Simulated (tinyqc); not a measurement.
Resistance of a source-drain extension with a graded tip: abruptness at a fixed junction position.

y runs along the channel, the gate covers y > 0. The doping is N0 for y < y0 and N0 10^(-(y - y0)/la) beyond, uniform over the depth xj. Sheet conductance s(y) = q mu(N) max(N - Nch, 0) xj + (for y > 0) ma Cox Vo, with mu(N) = u0 + (u1 - u0)/(1 + (N/Nr)^au) and Cox = eps0 eox/tox. Current is taken as one-dimensional; depletion of the tip, spreading and the contact are left out. The metallurgical junction lies at yj, where N = Nch.

R_spacer = integral of dy/s from -Ls to 0, R_ov from 0 to yj, R_channel = (Lg - 2 yj)/(ma Cox Vo), R_total = 2 R_spacer + 2 R_ov + R_channel. Electrical length L_eff = ma Cox dR_total/d(1/Vo); R_series = R_total - L_eff/(ma Cox Vo). y0 is moved with la so that yj stays at 5.9154 nm.

Parameters, values chosen for the exercise; mobility law close to that of electrons in silicon:

| symbol | value | unit | meaning |
|---|---|---|---|
| eox | 3.9 |  | relative permittivity of the gate insulator (close to silicon dioxide) |
| tox | 1.7 | nm | insulator thickness |
| N0 | 9.4e19 | cm^-3 | active doping of the extension far from the gate |
| xj | 18 | nm | depth of the extension |
| Nch | 3.1e17 | cm^-3 | channel doping |
| Ls | 8 | nm | spacer length |
| Vo | 0.46 | V | gate overdrive |
| ma | 190 | cm^2/(V s) | mobility of the gate-induced layer |
| u1 | 1414 | cm^2/(V s) | mobility at low doping |
| u0 | 68.5 | cm^2/(V s) | mobility at high doping |
| Nr | 9.2e16 | cm^-3 | reference doping |
| au | 0.711 |  | exponent |
| Lg | 60 | nm | gate length |

Constants: q = 1.602176634e-19 C, eps0 = 8.8541878128e-14 F/cm where lengths are in cm. Results are converted to the units shown.

The same in every row: yj (nm) = 5.915; R_channel (ohm um) = 271.3.

Results:
```
la (nm/decade)  R_spacer (ohm um)  R_ov (ohm um)  R_total (ohm um)  L_eff (nm)  R_series (ohm um)
1                           3.787          8.235             295.4       49.74              15.21
1.6                         3.787          11.63             302.2       50.64              16.93
2.1                         3.787          14.45             307.8       51.39              18.36
2.7                         3.926          17.73             314.6       52.28              20.17
3.3                         5.056          20.28             322.0       53.09              22.94
3.8                         6.919          21.88             328.9       53.69              26.52
5                           14.52          24.45             349.3       54.78              40.66
```

Estimate the missing row, la = 4.4 nm/decade.

Computed row:
```
la (nm/decade)  R_spacer (ohm um)  R_ov (ohm um)  R_total (ohm um)  L_eff (nm)  R_series (ohm um)
4.4                         10.20          23.34             338.4       54.29              32.63
```

With this row back in the table: As la goes from 1 to 5 nm/decade, R_total rises from 295 to 349 ohm um, R_spacer rises from 3.79 to 14.5 ohm um and R_ov rises from 8.23 to 24.4 ohm um. R_total changes on average by 13.5 ohm um for each nm/decade. L_eff exceeds the metallurgical length by 1.57 nm in the first row and 6.62 nm in the last, since the gate also controls the lightly doped tips.

Computed by the program tinyqc: `OMP_NUM_THREADS=1 python tinyqc.py 2282284 2282285 out.jsonl`, one thread of a shared Intel Xeon 2.30GHz, about 0.03 s for the whole run.
